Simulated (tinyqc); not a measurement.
Quantum limit of the contact resistance of a three-dimensional channel: quantum limit against density.

Parabolic band with gv valleys, C = hbar^2/(2 m0), eta = (EF - Ec)/(kB T). Landauer picture: each mode conducts 2 q^2/h, and the contacts and the channel add incoherently in series, 1/Tt - 1 = 2 (1/tc - 1) + L/lam for the total transmission Tt.

n = N F12(eta), N = 2 gv (m kB T/(4 pi C))^1.5, F12(x) = (2/sqrt(pi)) int_0^infinity sqrt(u)/(1 + exp(u - x)) du; modes per area M = gv m kB T ln(1 + exp(eta))/(4 pi C); at zero temperature M0 = gv kF^2/(4 pi), kF = (3 pi^2 n/gv)^(1/3). kB T in eV. RQ = (h/2q^2)/M for the whole device, R = RQ/Tt; the part of one contact is Rc = RQ (1/tc - 1/2) and the channel adds RQ L/lam.

Inputs (values chosen for the exercise):
```
symbol,value,unit,meaning
T,300,K,temperature
m,0.073,m0,mass
gv,1,,valleys
```

Constants: q = 1.602176634e-19 C, kB = 1.380649e-23 J/K, hbar = 1.054571817e-34 J s, h = 6.62607015e-34 J s, m0 = 9.1093837015e-31 kg, Vt = kB T/q, hbar^2/(2 m0) = 0.0380998212 eV nm^2. Results are converted to the units shown.

Results:

| n (cm^-3) | eta | M (cm^-2) | M0 (cm^-2) | RQ/2 (ohm cm^2) |
|---|---|---|---|---|
| 1.4e17 | -1.163 | 1.072e11 | 2.053e11 | 6.021e-8 |
| 4.3e17 | 0.1629 | 3.066e11 | 4.339e11 | 2.105e-8 |
| 1.4e18 | 2.003 | 8.395e11 | 9.531e11 | 7.687e-9 |
| 1.4e19 | 11.15 | 4.395e12 | 4.424e12 | 1.468e-9 |
| 4.4e19 | 24.05 | 9.479e12 | 9.492e12 | 6.808e-10 |

Estimate the missing row, n = 4.3e18 cm^-3.

Computed row:

| n (cm^-3) | eta | M (cm^-2) | M0 (cm^-2) | RQ/2 (ohm cm^2) |
|---|---|---|---|---|
| 4.3e18 | 4.937 | 1.949e12 | 2.014e12 | 3.312e-9 |

With this row back in the table: The limit for one contact, RQ/2, falls from 6.02e-8 to 6.81e-10 ohm cm^2, as n^(-0.94) between the first two rows (eta = -1.2) and n^(-0.67) between the last two (eta = 24); the non-degenerate power is -1 and the degenerate one -2/3. M0 is 92 % above M in the first row and 0.14 % above it in the last. In 1 of the 6 rows EF lies more than 0.3 eV above Ec, where real bands are no longer parabolic.

tinyqc, about 0.01 s, one thread, Intel Xeon 2.30GHz (shared host): `OMP_NUM_THREADS=1 python tinyqc.py 2760023 2760024 out.jsonl`
